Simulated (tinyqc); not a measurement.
Rates against energy: scattering rates of a carrier in a spherical band by Fermi's golden rule. Computed by tinyqc, a small Python program. Command: `OMP_NUM_THREADS=1 python tinyqc.py 3031156 3031157 out.jsonl scatter walk`. One thread of a shared host (Intel(R) Xeon(R) Processor @ 2.30GHz), about 0.01 s of CPU time with the checks.

All processes here are isotropic or elastic, and the rate listed is the momentum relaxation rate.

Inputs (values chosen for the exercise, modelled on electrons in diamond):

| quantity | value | unit |
|---|---|---|
| density-of-states mass of one valley m | 0.495 | m_0 |
| non-parabolicity alpha | 0.2 | 1/eV |
| static permittivity eps_s | 5.7 | - |
| density rho | 3515 | kg/m^3 |
| sound velocity v_l | 17700 | m/s |
| acoustic deformation potential D_A | 9 | eV |
| phonon energy hbar w | 140 | meV |
| optical or intervalley deformation potential D_o | 7.9 | 1e8 eV/cm |
| final valleys Z_f | 5 | - |
| ionised impurity density N_I | 6.4e+17 | 1/cm^3 |
| temperature T | 150 | K |
| neutral impurity density N_n | 5.7e+15 | 1/cm^3 |

Crystal: non-polar. Band: Kane. Impurity formula: Brooks-Herring. Further scattering: neutral impurities.

Constants: k_B = 1.380649e-23 J/K; e = 1.602176634e-19 C; hbar = 1.054571817e-34 J s; m_0 = 9.1093837015e-31 kg; hbar = 6.582119569e-16 eV s; k_B = 8.617333262e-05 eV/K; eps_0 = 8.8541878128e-12 F/m.

Method:
- Kane band: hbar^2 k^2/(2 m) = E (1 + alpha E), speed v = hbar k/(m (1 + 2 alpha E)), states per spin, volume and energy g(E) = m k (1 + 2 alpha E)/(2 pi^2 hbar^2); overlap factors are set to 1. Masses are multiplied by m_0 and all formulas are in SI units.
- Phonon occupation N_q = 1/(exp(hbar w/(k_B T)) - 1).
- Acoustic deformation potential (elastic, equipartition, absorption and emission together): 1/tau = 2 pi k_B T D_A^2 g(E)/(hbar rho v_l^2).
- Optical or intervalley deformation potential: 1/tau = (pi Z_f D_o^2/(rho w)) [N_q g(E + hbar w) + (N_q + 1) g(E - hbar w)], with g = 0 below the band edge.
- Singly charged impurities, momentum relaxation: 1/tau = N_I e^4 m (1 + 2 alpha E) Phi/(8 pi (eps_s eps_0)^2 hbar^3 k^3), with alpha = 0 for a parabolic band.
- Brooks-Herring: Phi = ln(1 + b) - b/(1 + b), b = 4 k^2 L_s^2.
- Debye screening by free carriers of density N_I: L_s = sqrt(eps_s eps_0 k_B T/(e^2 N_I)).
- Neutral impurities (Erginsoy): 1/tau = 20 N_n a_B hbar/m, a_B = 4 pi eps_s eps_0 hbar^2/(m e^2).

Momentum relaxation rates (1e12/s) and the total time:

| E (meV) | acoustic | optical absorption | optical emission | ionised impurity | neutral impurity | tau_m (fs) |
|---|---|---|---|---|---|---|
| 14 | 0.2055 | 0.0002085 | 0.000 | 29.669 | 0.016246 | 33.45 |
| 35 | 0.3284 | 0.0002245 | 0.000 | 13.402 | 0.016246 | 72.75 |
| 70 | 0.4724 | 0.0002499 | 0.000 | 6.581 | 0.016246 | 141.45 |
| 130 | 0.6627 | 0.0002914 | 0.000 | 3.307 | 0.016246 | 250.88 |
| 150 | 0.7187 | 0.0003047 | 2.505 | 2.806 | 0.016246 | 165.41 |
| 210 | 0.8747 | 0.0003439 | 6.825 | 1.895 | 0.016246 | 104.04 |
| 310 | 1.1124 | 0.0004074 | 11.159 | 1.193 | 0.016246 | 74.18 |
| 490 | 1.5132 | 0.0005198 | 17.386 | 0.687 | 0.016246 | 51.01 |
| 840 | 2.2826 | 0.0007428 | 28.496 | 0.356 | 0.016246 | 32.10 |
| 1400 | 3.6021 | 0.0011305 | 47.077 | 0.189 | 0.016246 | 19.65 |

The largest rate is ionised impurity from 14.0 to 150, optical emission from 210 to 1400 meV. Crossing hbar w = 140 meV opens emission: tau_m goes from 251 to 165 fs between the two rows around it. The impurity rate goes between the last rows as E^-1.23; the acoustic rate follows g(E) and grows by a factor 17.5 over the table (10.0 for a parabolic band). At 14 meV hbar/tau exceeds E/2, so the golden rule loses its meaning there. Erginsoy's formula holds for k a_B below about 0.5 and for dopants that stay neutral, which means low temperature; elsewhere it is only a rough constant rate.

Extremes, crossings and ranges named in words are read from the listed rows.
